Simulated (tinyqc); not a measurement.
Inside a calculation. Method: Pariser-Parr-Pople SCF with singles CI, for the molecule [CH2+]c1ccccc1 (SMILES; centres numbered as the heavy atoms are written). One step of it, computed by the program tinyqc.

Question. Iteration 2: orbitals and new P. Diagonalise F (the basis is taken as orthonormal) and form P = 2 sum c c over the lowest orbitals.

F (eV), lower triangle:
```
           1C          2C         3C         4C         5C         6C         7C
1C  -9.902923
2C  -4.294059  -10.453057
3C  -0.534155   -3.666452  -9.728661
4C   0.197065    0.005597  -4.324429  -9.523247
5C   0.396587    0.335502  -0.370971  -4.037507  -9.354312
6C   0.197065    0.005597   0.481063  -0.061579  -4.037507  -9.523247
7C  -0.534155   -3.666452   0.401200   0.481063  -0.370971  -4.324429  -9.728661
```

pi electrons, sum of z_r less the charge = 6

Give: orbital energies; P after iteration 2.

Answer.

orbital energies (eV): -18.0478  -15.4125  -14.6129  -8.5537  -4.9787  -4.5735  -2.0350

P after iteration 2, lower triangle:
```
         1C       2C       3C       4C      5C      6C      7C
1C   0.5561
2C   0.7262   1.0099
3C   0.2760   0.4673   0.8571
4C  -0.1320  -0.0036   0.7259   0.9584
5C  -0.2974  -0.1891   0.1980   0.6159  0.8029
6C  -0.1320  -0.0036  -0.2716   0.0278  0.6159  0.9584
7C   0.2760   0.4673  -0.2122  -0.2716  0.1980  0.7259  0.8571
```
